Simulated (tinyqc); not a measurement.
## Threshold of a short bulk MOSFET: charge sharing, barrier lowering, narrow width: effect of the body-source voltage

n-channel device on a p-type body, depletion approximation, full ionisation. Uniform doping N = Na. Vbi from Boltzmann statistics is rough for the degenerate source. Cox = eps0 eox/tox.

ni = sqrt(Nc Nv) exp(-Eg/(2 Vt)), Eg in volts; 2 pB = 2 Vt ln(N/ni); flat band Vfb - Vt ln(N/Na); Wd = sqrt(2 eps0 eps_r (2 pB - Vbs)/(q N)); body term q N Wd/Cox; long-channel VT0 = flat band + 2 pB + body term; Vbi = Vt ln(N Nsd/ni^2); scale length l = sqrt((eps_r/eox) tox Wd). Charge sharing (trapezoid; it ignores Vds): F = (xj/L)(sqrt(1 + 2 Wd/xj) - 1), lowering = body term times F. Barrier lowering: th = exp(-L/(2 l)) + 2 exp(-L/l), lowering = th [2 (Vbi - 2 pB) + Vds], DIBL = th. Narrow width: rise = body term times xw Wd/W. VT by each model = VT0 - lowering + rise. DIBL under 0.001 mV/V is printed as 0.

Values chosen for this exercise; band and dielectric values close to those of silicon:
- T = 300 K (temperature)
- Eg = 1.11 eV (band gap)
- eps_r = 11.7 (relative permittivity)
- Nc = 2.84e19 cm^-3 (conduction-band density of states at T)
- Nv = 2.69e19 cm^-3 (valence-band density of states at T)
- eox = 8.82 (relative permittivity of the gate insulator (close to aluminium oxide))
- tox = 19 nm (insulator thickness)
- Na = 1.6e17 cm^-3 (channel doping)
- Nsd = 1e20 cm^-3 (source and drain doping)
- Vfb = -0.94 V (flat-band voltage for the doping Na)
- xj = 48 nm (junction depth)
- Vds = 0.5 V (drain-source voltage)
- W = 490 nm (gate width)
- xw = 1.5708 (shape factor of the fringing depletion at the width edges)
- L = 270 nm (channel length)

Constants: q = 1.602176634e-19 C, kB = 1.380649e-23 J/K, Vt = kB T/q, eps0 = 8.8541878128e-14 F/cm where lengths are in cm. Results are converted to the units shown.

The same in every row: N (cm^-3) = 1.6000e17.

Effect of the body-source voltage:

| Vbs (V) | VT0 (V) | L/l | F | DIBL (mV/V) | VT, charge sharing (V) | VT, barrier lowering (V) |
|---|---|---|---|---|---|---|
| 0 | 0.41863 | 5.9184 | 0.19685 | 57.238 | 0.45358 | 0.50729 |
| -0.3 | 0.50325 | 5.4850 | 0.21998 | 72.708 | 0.55615 | 0.62750 |
| -0.6 | 0.57732 | 5.1746 | 0.23918 | 86.537 | 0.64947 | 0.73853 |
| -0.9 | 0.64402 | 4.9361 | 0.25574 | 99.117 | 0.73644 | 0.84323 |
| -1.2 | 0.70519 | 4.7440 | 0.27038 | 110.70 | 0.81870 | 0.94323 |
| -1.5 | 0.76201 | 4.5843 | 0.28357 | 121.47 | 0.89731 | 1.0396 |
| -1.8 | 0.81529 | 4.4483 | 0.29561 | 131.56 | 0.97299 | 1.1329 |
| -2.1 | 0.86563 | 4.3304 | 0.30671 | 141.05 | 1.0463 | 1.2238 |

Read the table: what changes, and by how much?

As Vbs goes from 0 to -2.1, VT0 rises from 0.419 to 0.866 V, DIBL rises from 57.2 to 141 mV/V, F rises from 0.197 to 0.307 and VT by barrier lowering rises from 0.507 to 1.22 V. The apparent body effect -dVT/dVbs between the first two rows is 0.401 by barrier lowering and 0.342 by charge sharing, against 0.282 for a long device.

Program tinyqc, `OMP_NUM_THREADS=1 python tinyqc.py 2002128 2002129 out.jsonl`; Intel Xeon 2.30GHz, shared host, one thread, about 0.01 s.
